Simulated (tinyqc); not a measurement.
## Transit time and capacitance from two cut-off frequencies

Problem. 1/(2 pi fT) = tauF + Vt C/JC, C the sum of the junction capacitances per area. Find C, tauF and the limit of fT at high current.

Values chosen for this exercise:
```
symbol  value  unit      meaning
T         300     K  temperature
```

Constants: q = 1.602176634e-19 C, kB = 1.380649e-23 J/K, Vt = kB T/q. Results are converted to the units shown.

JC (mA/um^2): 0.03  0.58
fT (GHz): 15.312764  32.357542

Answer. The delay is a straight line in 1/JC with slope Vt C and intercept tauF.

C = 6.700 fF/um^2
tauF = 4.620 ps
limit of fT = 34.45 GHz

tinyqc, about 0.01 s, one thread, Intel Xeon 2.30GHz (shared host): `OMP_NUM_THREADS=1 python tinyqc.py 2320160 2320161 out.jsonl`
